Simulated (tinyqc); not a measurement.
Worked calculation: G0W0 on RHF in the sto-3g basis, for H6, spin multiplicity 1. One step of it, computed by the program tinyqc.

Task: G0W0 on Hartree-Fock: LUMO. W(p,q,m) = sqrt2 sum_ia (pq|ia) (X+Y)_ia,m; Sigma_c(x) = sum_(i,m) W^2/(x - e_i + w_m) + sum_(a,m) W^2/(x - e_a - w_m); solve x = e_p + Sigma_c(x) by Newton steps; Z = 1/(1 - dSigma/dx); 1 hartree = 27.211386 eV.

orbital energies (hartree): MO1 -0.668397, MO2 -0.572956, MO3 -0.447546, MO4 0.397783, MO5 0.698517, MO6 1.065856

Two-electron integrals over orbitals (pq|rs), unique and non-zero (hartree):
```
(11|11) 0.415712    (21|11) -0.000067   (21|21) 0.129094    (22|11) 0.328907
(22|21) 0.000432    (22|22) 0.392810    (31|11) 0.082136    (31|21) -0.000187
(31|22) -0.058002   (31|31) 0.131421    (32|11) -0.000290   (32|21) -0.126652
(32|22) -0.000270   (32|31) -0.000334   (32|32) 0.144786    (33|11) 0.390285
(33|21) -0.000502   (33|22) 0.346460    (33|31) 0.045989    (33|32) 0.000368
(33|33) 0.390888    (41|11) 0.000015    (41|21) 0.034963    (41|22) -0.000097
(41|31) 0.000117    (41|32) 0.002996    (41|33) 0.000044    (41|41) 0.080111
(42|11) 0.054440    (42|21) -0.000255   (42|22) -0.003757   (42|31) 0.048572
(42|32) 0.000008    (42|33) 0.015403    (42|41) -0.000158   (42|42) 0.069075
(43|11) 0.000261    (43|21) 0.059407    (43|22) 0.000114    (43|31) 0.000251
(43|32) -0.058720   (43|33) -0.000106   (43|41) 0.015249    (43|42) 0.000146
(43|43) 0.073519    (44|11) 0.387458    (44|21) -0.000413   (44|22) 0.345327
(44|31) 0.041214    (44|32) 0.000275    (44|33) 0.378219    (44|41) 2.95e-06
(44|42) 0.023982    (44|43) -0.000063   (44|44) 0.392452    (51|11) 0.008444
(51|21) 0.000078    (51|22) 0.026097    (51|31) -0.022093   (51|32) 0.000089
(51|33) -0.009115   (51|41) 0.000094    (51|42) 0.039054    (51|43) 0.000114
(51|44) 0.000649    (51|51) 0.047546    (52|11) 0.000150    (52|21) 0.020831
(52|22) -0.000067   (52|31) 0.000194    (52|32) 0.004682    (52|33) 0.000095
(52|41) 0.055243    (52|42) 0.000070    (52|43) -0.038207   (52|44) 0.000080
(52|51) 0.000163    (52|52) 0.087820    (53|11) -0.063367   (53|21) 0.000245
(53|22) -0.002570   (53|31) -0.053178   (53|32) 0.000025    (53|33) -0.030134
(53|41) 0.000150    (53|42) -0.065726   (53|43) -0.000188   (53|44) -0.025178
(53|51) -0.033875   (53|52) -0.000041   (53|53) 0.070641    (54|11) 0.000224
(54|21) 0.126722    (54|22) 0.000263    (54|31) 0.000260    (54|32) -0.138260
(54|33) -0.000404   (54|41) 0.005920    (54|42) -0.000032   (54|43) 0.060209
(54|44) -0.000328   (54|51) -0.000050   (54|52) -0.002192   (54|53) 0.000011
(54|54) 0.148765    (55|11) 0.343270    (55|21) 0.000349    (55|22) 0.395597
(55|31) -0.047171   (55|32) -0.000201   (55|33) 0.357489    (55|41) -0.000066
(55|42) 0.001486    (55|43) 0.000107    (55|44) 0.366281    (55|51) 0.026540
(55|52) -0.000047   (55|53) -0.005661   (55|54) 0.000220    (55|55) 0.419894
(61|11) 0.000047    (61|21) -0.001942   (61|22) 0.000067    (61|31) 6.71e-07
(61|32) -0.013057   (61|33) -0.000034   (61|41) -0.028970   (61|42) 0.000107
(61|43) -0.050497   (61|44) -0.000016   (61|51) -0.000011   (61|52) 0.030745
(61|53) -0.000074   (61|54) 0.010071    (61|55) 0.000051    (61|61) 0.065938
(62|11) 0.014899    (62|21) 0.000097    (62|22) 0.031685    (62|31) -0.019468
(62|32) 0.000062    (62|33) 0.002555    (62|41) 0.000123    (62|42) 0.035829
(62|43) 0.000139    (62|44) 0.000650    (62|51) 0.043573    (62|52) 0.000170
(62|53) -0.037677   (62|54) -0.000049   (62|55) 0.030889    (62|61) -0.000036
(62|62) 0.045663    (63|11) -0.000008   (63|21) -0.039353   (63|22) 0.000080
(63|31) -0.000113   (63|32) 0.006084    (63|33) -3.22e-06   (63|41) -0.076989
(63|42) 0.000176    (63|43) -0.018224   (63|44) -0.000010   (63|51) -0.000077
(63|52) -0.055147   (63|53) -0.000182   (63|54) -0.005700   (63|55) 0.000080
(63|61) 0.029067    (63|62) -0.000107   (63|63) 0.082749    (64|11) -0.083743
(64|21) 0.000196    (64|22) 0.049940    (64|31) -0.125039   (64|32) 0.000305
(64|33) -0.047303   (64|41) -0.000099   (64|42) -0.050476   (64|43) -0.000247
(64|44) -0.046357   (64|51) 0.018757    (64|52) -0.000188   (64|53) 0.053609
(64|54) -0.000257   (64|55) 0.050330    (64|61) -3.73e-06   (64|62) 0.018364
(64|63) 0.000107    (64|64) 0.134290    (65|11) -0.000036   (65|21) 0.131135
(65|22) 0.000390    (65|31) -0.000113   (65|32) -0.129963   (65|33) -0.000506
(65|41) 0.036452    (65|42) -0.000240   (65|43) 0.062762    (65|44) -0.000429
(65|51) 0.000067    (65|52) 0.021922    (65|53) 0.000231    (65|54) 0.136244
(65|55) 0.000339    (65|61) -0.003286   (65|62) 0.000090    (65|63) -0.043888
(65|64) 0.000139    (65|65) 0.146794    (66|11) 0.443716    (66|21) -0.000121
(66|22) 0.350150    (66|31) 0.089837    (66|32) -0.000268   (66|33) 0.418751
(66|41) 0.000008    (66|42) 0.061151    (66|43) 0.000272    (66|44) 0.423784
(66|51) 0.009989    (66|52) 0.000163    (66|53) -0.072120   (66|54) 0.000208
(66|55) 0.375752    (66|61) 0.000050    (66|62) 0.017547    (66|63) 2.66e-06
(66|64) -0.098260   (66|65) -0.000096   (66|66) 0.499949
```

excitation energies w (hartree): [0.953247, 1.031853, 1.151304, 1.284154, 1.397787, 1.452514, 1.731120, 1.771369, 1.891147]

X + Y:
```
             1          2          3          4          5          6          7          8
1>4  -0.135065   0.000722   0.900817   0.001254   0.143600   0.000260  -0.201612   0.001457
1>5  -0.000096  -0.094064  -0.000504   0.385833  -0.002741   0.848960   0.001485   0.259981
1>6   0.096326   0.000089   0.108516   0.000301  -0.178564  -0.000661  -0.257905   0.002358
2>4  -0.001819   0.882621  -0.000247  -0.298768  -0.000297   0.150422   0.001105   0.104672
2>5   0.185173  -0.000069  -0.246551  -0.000622   0.829623   0.002343  -0.343085   0.002958
2>6  -0.000139  -0.039017  -0.000366   0.119344   0.000301  -0.383650   0.006133   0.890631
3>4   0.918646   0.001413   0.126406  -0.000665  -0.097023   0.000108   0.014519   0.000117
3>5   0.000553   0.427178  -0.001748   0.807652   0.000596  -0.234700  -0.001675  -0.150448
3>6   0.044231  -0.000048   0.226751   0.001502   0.435339   0.001117   0.786109  -0.004875

             9
1>4  -0.090073
1>5  -0.000210
1>6   0.905943
2>4   0.000209
2>5   0.039506
2>6  -0.000735
3>4  -0.068803
3>5  -0.000221
3>6   0.249381
```

Give: The 12 largest terms at x = e_p; Newton steps; quasiparticle energy of the LUMO; Hartree-Fock value.

Result:

The 12 largest terms at x = e_p (hartree; W for the signs of X + Y given):
```
q  m        W     term
1  7  -0.1244   0.0055
5  1   0.0775  -0.0048
6  4   0.0959  -0.0047
3  1   0.0746   0.0031
2  4  -0.0769   0.0026
2  8   0.0837   0.0026
3  9  -0.0824   0.0025
1  9  -0.0729   0.0018
2  6   0.0640   0.0017
1  3   0.0564   0.0014
4  4  -0.0384  -0.0011
3  5  -0.0503   0.0011
```

Newton steps (hartree):
```
step       x  Sigma_c(x)       Z
0     0.3978      0.0120  0.9820
1     0.4096      0.0118  0.9820
2     0.4096      0.0118  0.9820
```

quasiparticle energy of the LUMO = 11.1452 eV

Hartree-Fock value = 10.8242 eV
